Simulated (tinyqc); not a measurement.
Classical nucleation, growth and JMAK kinetics of crystallisation from a melt or glass: one step, computed by the program tinyqc. Command: `OMP_NUM_THREADS=1 python tinyqc.py 3011333 3011334 out.jsonl nucl walk`. One thread of a shared host (Intel(R) Xeon(R) Processor @ 2.30GHz), about 0.01 s of CPU time with the checks.

A spherical nucleus with a sharp interface of isotropic energy gamma; lambda = Omega^(1/3) is the jump distance.

Question. Fraction transformed and grain size. JMAK with steady nucleation and growth, nuclei spread at random: extended fraction X_e = (pi/3) I u^3 t^4, X = 1 - exp(-X_e); t_X = [-3 ln(1 - X)/(pi I u^3)]^(1/4); final grains per volume = Gamma(5/4) (3/pi)^(1/4) (I/u)^(3/4), Gamma(5/4) = 0.9064024771. Grain size = (grains per volume)^(-1/3).

Inputs (values chosen for the exercise, for a model substance): temperature T = 821 K; time t = 1.1e-07 s.

Nucleation: homogeneous. Driving force: Thompson-Spaepen.

nucleation rate I = 4.881513e+31 1/(m^3 s)

growth velocity u = 0.07033189 m/s

Give: extended fraction; fraction X at t; half time t_0.5; grains per volume; grain size.

Answer.

extended fraction = 2.6038

fraction X at t = 0.92601

half time t_0.5 = 7.9013e-08 s

grains per volume = 3.8315e+24 1/m^3

grain size = 0.0063906 micrometre

t is 1.4 half times: the change is under way.
